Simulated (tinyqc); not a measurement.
Read current of a NAND string, cells in series solved by shooting: one step of the calculation.

Cells in series, numbered from 0 at the source line (0 V) to the bit line, each followed by a gap resistance Rg. A cell with gate Vg, threshold VT, source Vs and drain Vd passes I = 2 nf K Vt^2 [F(Vs) - F(Vd)]/(1 + th max(Vg - VT, 0)), F(V) = ln^2(1 + exp((Vg - VT - nf V)/(2 nf Vt))). The selected cell has Vg = Vr, the others Vg = Vp.

Problem. Node voltages for a trial current. For a trial current I start at 0 V and, cell by cell (the selected one is cell 0), solve for the drain: sqrt(F(Vd)) = sqrt(F(Vs) - I/k), k = 2 nf K Vt^2/(1 + th max(Vg - VT, 0)), Vd = [Vg - VT - 2 nf Vt ln(exp(sqrt F) - 1)]/nf, then add I Rg.

Inputs (values chosen for the exercise); values of the order met in vertical NAND strings:
```
symbol,value,unit,meaning
T,300,K,temperature
K,9.9,uA/V^2,gain factor of a cell
nf,1.5,,slope factor
th,0.08,1/V,mobility reduction factor
Rg,6.4,kohm,resistance of the gap between cells
Vbl,0.4,V,bit-line voltage
Vp,7.2,V,pass voltage
Vr,3.29,V,read voltage on the selected word line
```

Constants: q = 1.602176634e-19 C, kB = 1.380649e-23 J/K, Vt = kB T/q. Results are converted to the units shown.

first trial current = 0.78 uA

| cell | thresholds from the source end (V) |
|---|---|
| 0 | 2.4 |
| 1 | -1.3 |
| 2 | 4.5 |
| 3 | -1.3 |
| 4 | -1.3 |
| 5 | -1.3 |

Find: node voltage after each cell and gap, trial 1.

Solution.

| cell | node voltage after each cell and gap, trial 1 (V) |
|---|---|
| 0 | 0.10893 |
| 1 | 0.12982 |
| 2 | 0.17350 |
| 3 | 0.19458 |
| 4 | 0.21572 |
| 5 | 0.23693 |

Computed by the program tinyqc: `OMP_NUM_THREADS=1 python tinyqc.py 2142139 2142140 out.jsonl`, one thread of a shared Intel Xeon 2.30GHz, about 0.9 s for the whole run.
